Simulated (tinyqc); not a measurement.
Stark shift: double quantum well by finite differences.

Finite differences on points z_i at the centres of cells of width h: H_ii = (c/h^2)(1/m_(i-1/2) + 1/m_(i+1/2)) + V_i, H_(i,i+1) = -(c/h^2)/m_(i+1/2), where m_(i+1/2) is the mean of the masses at the two points (the end values are repeated outwards), psi = 0 on the points beyond both ends, c = hbar^2/2m0. The field adds e F (z - z0) with z0 the middle of the structure; 1 kV/cm = 1e-5 eV/angstrom.

Constants: hbar^2/2m0 = 3.80998211 eV angstrom^2.

Parameters, chosen for this exercise (out of a larger set: near those of a strained Si well in SiGe; not measured data): layers = ((12, 0.19, 0.962), (16, 0, 0.931), (4, 0.19, 0.962), (12, 0, 0.931), (12, 0.19, 0.962)) (each layer: thickness in angstrom, band edge in eV, mass in m0); hf = 0.25 angstrom (cell width of the fine grid); Fs = (0, 33.3, 66.7, 100, 133, 167, 200) kV/cm (fields).

Fine grid. Perturbation theory: dE1 = e F z_11 - beta (e F)^2 with beta = sum_j z_1j^2/(E_j - E_1) over the 13 next levels at zero field, z from z0.

Levels against field:
```
F (kV/cm)  E1 (eV)  E2 (eV)  dE1 (meV)  second order (meV)  <z - z0> (angstrom)  E2 - E1 (meV)
0           0.0492   0.0949       0.00                0.00                 -2.8           45.7
33.3        0.0481   0.0964      -1.10               -1.11                 -3.8           48.2
66.7        0.0467   0.0980      -2.50               -2.56                 -4.6           51.3
100         0.0451   0.0997      -4.15               -4.34                 -5.3           54.6
133         0.0432   0.1015      -5.99               -6.45                 -5.9           58.3
167         0.0411   0.1035      -8.09               -8.97                 -6.4           62.4
200         0.0389   0.1054     -10.27              -11.75                 -6.8           66.5
```

z_11 = -2.82 angstrom
beta = 1529 angstrom^2/eV

What does the comparison show, and why?

The state sits -2.8 angstrom off the middle at zero field, so the shift starts linearly in F. At 200 kV/cm E1 has moved by -10.27 meV, where second order gives -11.75 meV; the two first part by more than 10 % at 167 kV/cm. The electron moves by -4.0 angstrom, against the rise of the potential. E2 - E1 grows with the field; the ends are 45.7 and 66.5 meV.

tinyqc: `OMP_NUM_THREADS=1 python tinyqc.py 1282327 1282328 out.jsonl`; about 0.03 s, one thread, shared Intel(R) Xeon(R) Processor @ 2.30GHz.
